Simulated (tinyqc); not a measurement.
Four-point probe at the centre of a round wafer.

Four collinear probes with spacing s at the centre of a thin disc of diameter d with an insulating edge: Rs = C V/I, C = pi/{ln 2 + ln[((d/s)^2 + 3)/((d/s)^2 - 3)]}; C tends to pi/ln 2 = 4.5324. x = d/s.

Values chosen for this exercise: sheet density of the layer ns = 2.1e12 cm^-2; drift mobility mu = 710 cm^2/(V s); current I = 1000 uA.

Constants: q = 1.602176634e-19 C. Results are converted to the units shown.

Result of one run:

| x | C | C over its limit | V for Rs = 1/(q ns mu) (mV) |
|---|---|---|---|
| 4 | 2.929 | 0.6462 | 1429 |

What becomes of these results when the ratio d/s x is changed from 4 to 5, all else the same?

Result of the changed run:

| x | C | C over its limit | V for Rs = 1/(q ns mu) (mV) |
|---|---|---|---|
| 5 | 3.362 | 0.7419 | 1245 |

The whole series:

| x | C | C over its limit | V for Rs = 1/(q ns mu) (mV) |
|---|---|---|---|
| 3.5 | 2.633 | 0.5810 | 1590 |
| 4 | 2.929 | 0.6462 | 1429 |
| 5 | 3.362 | 0.7419 | 1245 |
| 7.5 | 3.927 | 0.8665 | 1066 |
| 10 | 4.171 | 0.9203 | 1004 |
| 15 | 4.364 | 0.9630 | 959.1 |
| 20 | 4.436 | 0.9788 | 943.6 |
| 40 | 4.508 | 0.9946 | 928.6 |
| 100 | 4.528 | 0.9991 | 924.4 |

C rises from 2.633 to 4.528. Using 4.5324 overstates Rs by 72.1 % in the first row and by under 1 % from d/s = 40 on among the rows.

Computed by the program tinyqc: `OMP_NUM_THREADS=1 python tinyqc.py 2850120 2850121 out.jsonl`, one thread of a shared Intel Xeon 2.30GHz, about 0.01 s for the whole run.
